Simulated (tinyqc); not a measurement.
Photoconductance decay in a wafer: bulk and surface recombination modes, and iron detection by pair splitting: one step, computed by the program tinyqc.

Both faces of the wafer have the same S; injection is low and all coefficients are constant. x runs from -W/2 to W/2.

Problem. Effective lifetime. Even modes cos(a x) obey b tan b = S W/(2 D) with b = a W/2, odd modes sin(a x) obey -b cot b = S W/(2 D); each decays at the rate 1/tau_b + D a^2. tau_eff is the decay time of the first mode. The surface time is 1/(D a^2) of that mode; shortcuts for it are W/(2 S), W^2/(pi^2 D) and their sum, whose error is sum/surface time - 1.

Inputs (values chosen for the exercise, modelled on p-type silicon):
```
quantity,value,unit
thickness W,300,micrometre
diffusivity D,28.6,cm^2/s
bulk lifetime tau_b without iron,24,microsecond
surface recombination velocity S,22000,cm/s
```

Give: tau_eff; surface time; W/(2 S); W^2/(pi^2 D); error of the sum; tau_eff/tau_b.

Solution.

tau_eff = 3.252 microsecond

surface time = 3.762 microsecond

W/(2 S) = 0.6818 microsecond

W^2/(pi^2 D) = 3.188 microsecond

error of the sum = 2.879 %

tau_eff/tau_b = 0.1355

The surfaces are fast, and diffusion to them sets the surface time. tau_eff is only 0.14 of tau_b, so it understates the bulk lifetime.
